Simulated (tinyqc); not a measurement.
Vacuum evaporation: vapour pressure, source flux, thickness distribution, purity and step coverage: one step, computed by the program tinyqc. Command: `OMP_NUM_THREADS=1 python tinyqc.py 3113909 3113910 out.jsonl evap walk`. One thread of a shared host (Intel(R) Xeon(R) Processor @ 2.30GHz), about 0.01 s of CPU time with the checks.

Molecular flow, unit sticking of the metal, no re-evaporation. The background gas is taken as water vapour (18.015 g/mol, collision diameter 0.37 nm) at 300 K.

Task: Offset source and rotation. Rotating wafer, source offset by s and facing upwards: thickness at radius r is the mean over the angle a of (1 + (r^2 + s^2 - 2 r s cos a)/h^2)^(-(n + 3)/2), by 360 equal steps; non-uniformity (max - min)/(max + min) over 21 radii from 0 to R.

Inputs (values chosen for the exercise, modelled on germanium, with constants for the liquid):
```
quantity                         value  unit
directionality n                     2     -
source-to-wafer distance h          37    cm
wafer radius R                     7.5    cm
source offset from the axis s/h   0.41     -
```

Give: centre thickness relative to an axial source; edge over centre, rotating; non-uniformity, rotating.

Result:

centre thickness relative to an axial source = 0.67811

edge over centre, rotating = 0.95625

non-uniformity, rotating = 2.2364 %
